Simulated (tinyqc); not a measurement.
p-n junction with a stepped n side, non-linear Poisson equation by Newton steps: two steps of the calculation.

One dimension, p side on the left, n side on the right; net doping C = -Na for x < 0, +N1 for 0 < x < L1 and +Nd beyond. The potential psi is counted from the intrinsic level, and the quasi-Fermi potentials are flat: 0 for holes and -V for electrons, so n = ni exp((psi + V)/Vt) and p = ni exp(-psi/Vt) (Boltzmann statistics, full ionisation, no current). Under reverse bias this makes the minority densities vanishingly small everywhere; they play no part in the charge.

Values chosen for this exercise:
- T = 250 K (temperature)
- V = -1.9 V (bias of the p side against the n side)

Constants: q = 1.602176634e-19 C, kB = 1.380649e-23 J/K, Vt = kB T/q. Results are converted to the units shown.

Question 1. Newton step. Solve the tridiagonal system a_(i-1) d_(i-1) + b_i d_i + a_i d_(i+1) = -F_i for nodes 1 to 11, with d = 0 on fixed nodes. Each component d is damped to sign(d) Vt ln(1 + |d|/Vt) before it is added.

| interval | coupling a_i (F/cm^2) |
|---|---|
| 0 | 5.9702524e-7 |
| 1 | 6.9652944e-7 |
| 2 | 8.0991795e-7 |
| 3 | 9.4125600e-7 |
| 4 | 1.0997833e-6 |
| 5 | 1.2741392e-6 |
| 6 | 6.5710325e-7 |
| 7 | 3.3812109e-7 |
| 8 | 1.7384262e-7 |
| 9 | 9.0068462e-8 |
| 10 | 4.6026175e-8 |
| 11 | 2.3799411e-8 |

| node | diagonal b (F/cm^2) | residual F (C/cm^2) |
|---|---|---|
| 1 | -2.7258018e-6 | -3.0760444e-7 |
| 2 | -1.6642663e-6 | -2.8715479e-7 |
| 3 | -1.7744017e-6 | -2.4943915e-7 |
| 4 | -2.0454034e-6 | -2.1443743e-7 |
| 5 | -2.3749443e-6 | -1.8430841e-7 |
| 6 | -1.9316953e-6 | 2.8969099e-8 |
| 7 | -9.9532414e-7 | 5.6238550e-8 |
| 8 | -5.1196654e-7 | 1.0934862e-7 |
| 9 | -2.6391109e-7 | 2.1160748e-7 |
| 10 | -1.3609464e-7 | 8.2431988e-8 |
| 11 | -6.9825586e-8 | 1.6005745e-7 |

| node | psi at the start (V) |
|---|---|
| 0 | -0.5104358 |
| 1 | -0.4588375 |
| 2 | -0.4146104 |
| 3 | -0.3765750 |
| 4 | -0.3438470 |
| 5 | -0.3158364 |
| 6 | -0.2916589 |
| 7 | -0.2447782 |
| 8 | -0.1536703 |
| 9 | 0.0235331 |
| 10 | 0.3655562 |
| 11 | 1.0348600 |
| 12 | 2.3292407 |

Give: Newton step d, before damping; psi after iteration 1.

Answer 1.

| node | Newton step d, before damping (V) |
|---|---|
| 1 | -0.293 |
| 2 | -0.704 |
| 3 | -0.840 |
| 4 | -0.713 |
| 5 | -0.412 |
| 6 | -0.008 |
| 7 | 0.731 |
| 8 | 2.002 |
| 9 | 3.844 |
| 10 | 5.051 |
| 11 | 5.622 |

| node | psi after iteration 1 (V) |
|---|---|
| 0 | -0.510 |
| 1 | -0.517 |
| 2 | -0.490 |
| 3 | -0.456 |
| 4 | -0.420 |
| 5 | -0.381 |
| 6 | -0.299 |
| 7 | -0.168 |
| 8 | -0.056 |
| 9 | 0.135 |
| 10 | 0.483 |
| 11 | 1.155 |
| 12 | 2.329 |

Question 2. Densities, residual and Jacobian diagonal. n_i = ni exp((psi_i + V)/Vt), p_i = ni exp(-psi_i/Vt), rho_i = p_i - n_i + C_i, g_i = (n_i + p_i)/Vt. Box widths w_i = (h_(i-1) + h_i)/2 in cm. Residual F_i = a_i (psi_(i+1) - psi_i) - a_(i-1) (psi_i - psi_(i-1)) + q rho_i w_i; Jacobian: a_(i-1) and a_i beside the diagonal, b_i = -a_(i-1) - a_i - q g_i w_i on it. The two end nodes are fixed.

| node | x (nm) | psi after iteration 1 (V) | net doping C (cm^-3) |
|---|---|---|---|
| 0 | -70.1 | -0.5104358 | -1.3e18 |
| 1 | -52.6 | -0.5165775 | -1.3e18 |
| 2 | -37.6 | -0.4903729 | -1.3e18 |
| 3 | -24.7 | -0.4560454 | -1.3e18 |
| 4 | -13.6 | -0.4198814 | -1.3e18 |
| 5 | -4.1 | -0.3805211 | -1.3e18 |
| 6 | 4.1 | -0.2986359 | 1.5e17 |
| 7 | 20 | -0.1682239 | 1.5e17 |
| 8 | 50.9 | -0.0558113 | 1.5e17 |
| 9 | 111 | 0.1353399 | 1.5e17 |
| 10 | 227 | 0.4832161 | 3e16 |
| 11 | 454 | 1.1548166 | 3e16 |
| 12 | 893 | 2.3292407 | 3e16 |

| interval | coupling a_i (F/cm^2) |
|---|---|
| 0 | 5.9702524e-7 |
| 1 | 6.9652944e-7 |
| 2 | 8.0991795e-7 |
| 3 | 9.4125600e-7 |
| 4 | 1.0997833e-6 |
| 5 | 1.2741392e-6 |
| 6 | 6.5710325e-7 |
| 7 | 3.3812109e-7 |
| 8 | 1.7384262e-7 |
| 9 | 9.0068462e-8 |
| 10 | 4.6026175e-8 |
| 11 | 2.3799411e-8 |

ni = 6.6682295e7 cm^-3

Wanted: n; p; residual F; diagonal b.

Answer 2.

| node | n (cm^-3) | p (cm^-3) |
|---|---|---|
| 0 | 1.705e-41 | 1.300e18 |
| 1 | 1.282e-41 | 1.729e18 |
| 2 | 4.327e-41 | 5.123e17 |
| 3 | 2.129e-40 | 1.041e17 |
| 4 | 1.141e-39 | 1.943e16 |
| 5 | 7.091e-39 | 3.126e15 |
| 6 | 3.173e-37 | 6.986e13 |
| 7 | 1.350e-34 | 1.642e11 |
| 8 | 2.492e-32 | 8.894e8 |
| 9 | 1.778e-28 | 1.246e5 |
| 10 | 1.832e-21 | 0.01210 |
| 11 | 6.335e-8 | 3.499e-16 |
| 12 | 3.000e16 | 7.389e-40 |

| node | residual F (1e-7 C/cm^2) | diagonal b (F/cm^2) |
|---|---|---|
| 1 | 1.336 | -2.219e-5 |
| 2 | -1.665 | -6.821e-6 |
| 3 | -2.237 | -2.680e-6 |
| 4 | -2.021 | -2.190e-6 |
| 5 | -1.228 | -2.394e-6 |
| 6 | 0.103 | -1.932e-6 |
| 7 | 0.086 | -9.952e-7 |
| 8 | 1.046 | -5.120e-7 |
| 9 | 2.097 | -2.639e-7 |
| 10 | 0.820 | -1.361e-7 |
| 11 | 1.571 | -6.983e-8 |

tinyqc, about 0.06 s, one thread, Intel Xeon 2.30GHz (shared host): `OMP_NUM_THREADS=1 python tinyqc.py 2000158 2000159 out.jsonl`
